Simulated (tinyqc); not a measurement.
From results back to parameters: band-to-band tunnelling across a p-n junction in a two-band chain. Three cases, with inputs chosen for the exercise.

Problem. In a uniform field T = exp(-B/F), B = (pi/4) sqrt(m/c) Eg^(3/2), c = hbar^2/2m0, 1 V/angstrom = 100 MV/cm. m is the band-edge mass, the same for both bands (twice the reduced mass). The ratio below comes from a hidden m.

Constants: hbar^2/2m0 = 3.80998211 eV angstrom^2.

Case 1.

Values chosen (out of a larger set: gap and mass near those of InSb; not measured data): Eg = 0.185 eV (gap); F1 = 1.3 MV/cm (first field); F2 = 3.03 MV/cm (second field).

ln(T2/T1) = 0.170492

Case 2.

Values chosen (out of a larger set: gap and mass near those of GaAs; not measured data): Eg = 1.484 eV (gap); F1 = 1.09 MV/cm (first field); F2 = 2.4 MV/cm (second field).

ln(T2/T1) = 9.801264

Case 3.

Values chosen (out of a larger set: gap and mass near those of GaAs; not measured data): Eg = 1.419 eV (gap); F1 = 1.02 MV/cm (first field); F2 = 3.41 MV/cm (second field).

ln(T2/T1) = 12.557811

Find: B; m.

Solution. B is the logarithm over 1/F1 - 1/F2, and m = c (4B/pi)^2/Eg^3 with B in V/angstrom.

Case 1.

B = 0.388 MV/cm
m = 0.0147 m0

Case 2.

B = 19.573 MV/cm
m = 0.0724 m0

Case 3.

B = 18.276 MV/cm
m = 0.0722 m0

Computed by tinyqc, one run a case: `OMP_NUM_THREADS=1 python tinyqc.py N N+1 out.jsonl` with N = 1482198, 1482213, 1482247; one thread of a shared Intel(R) Xeon(R) Processor @ 2.30GHz, about 0.01 s a run at most.
